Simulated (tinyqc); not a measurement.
What each parameter does: six-band k.p model of the valence band of a wurtzite crystal.

At k = 0: E1 = D1c + D2c + Te + Le (pure HH); E2, E3 = Le + u +/- sqrt(u^2 + 2 D3c^2), u = (D1c - D2c + Te)/2, D1c = Dcr, D2c = D3c = Dso/3. The weight of LH in state 2 is fL = (E2 - Le)^2/((E2 - Le)^2 + 2 D3c^2). Relative strengths of transitions to the conduction band: for E perpendicular to c (TE) 1/2, fL/2, (1 - fL)/2; for E along c (TM) 0, 1 - fL, fL, with one momentum element for both directions.

Strain of a c-plane layer: exx = eyy = e_par, ezz = -2 (C13/C33) e_par; Le = D1 ezz + D2 (exx + eyy), Te = D3 ezz + D4 (exx + eyy).

Conduction edge: Ec = (top of the unstrained valence band) + Eg + (a1 + D1) ezz + (a2 + D2)(exx + eyy).

Parameters, chosen for this exercise (near those of AlN; shifted at random, so the results belong to these values and not to a real crystal): Dcr = -0.1702 eV (crystal-field splitting); Dso = 0.019 eV (spin-orbit splitting); Eg = 6.229 eV (direct gap at Gamma from the top of the unstrained valence band); a1 = -3.37 eV (gap potential along c); a2 = -12.2 eV (gap potential in the plane); D1 = -16.53 eV; D2 = 7.67 eV; D3 = 8.9 eV; D4 = -3.78 eV; C13 = 113 GPa; C33 = 359 GPa; e_par = -0.0011 (exx = eyy of a c-plane layer).

Splittings at k = 0 under the strain, fL and the lowest transition.

One parameter was then changed.

Results before and after:
```
case     E1 - E2 (meV)  E1 - E3 (meV)      fL  lowest transition (eV)
base           -149.88          13.16  0.0030                  6.2535
changed        -183.84          13.07  0.0021                  6.2535
```

Which of these changes was made? (a) D3 = 10.68 eV; (b) a1 = -4.044 eV; (c) C13 = 90.4 GPa; (d) Dcr = -0.20424 eV; (e) C33 = 430.8 GPa; (f) Dso = 0.0228 eV; (g) D4 = -3.024 eV; (h) D1 = -13.224 eV.

Answer: (d) Dcr = -0.20424 eV. Of the candidates, run in turn, only this one gives the changed row.

All candidates:
```
case               E1 - E2 (meV)  E1 - E3 (meV)      fL  lowest transition (eV)
base                     -149.88          13.16  0.0030                  6.2535
a1 = -4.044 eV           -149.88          13.16  0.0030                  6.2530
D3 = 10.68 eV            -148.65          13.16  0.0031                  6.2535
C33 = 430.8 GPa          -150.91          13.16  0.0030                  6.2539
C13 = 90.4 GPa           -151.11          13.16  0.0030                  6.2539
Dcr = -0.20424 eV        -183.84          13.07  0.0021                  6.2535
D4 = -3.024 eV           -151.54          13.16  0.0030                  6.2535
Dso = 0.0228 eV          -148.83          15.90  0.0043                  6.2534
D1 = -13.224 eV          -149.88          13.16  0.0030                  6.2535
```

D1 and D2 shift all valence edges and the conduction edge alike, so they drop out of splittings and transitions.

Run: tinyqc, `OMP_NUM_THREADS=1 python tinyqc.py 1050736 1050737 out.jsonl`; Intel(R) Xeon(R) Processor @ 2.30GHz, one thread, shared host; about 0.01 s of CPU time with all checks.
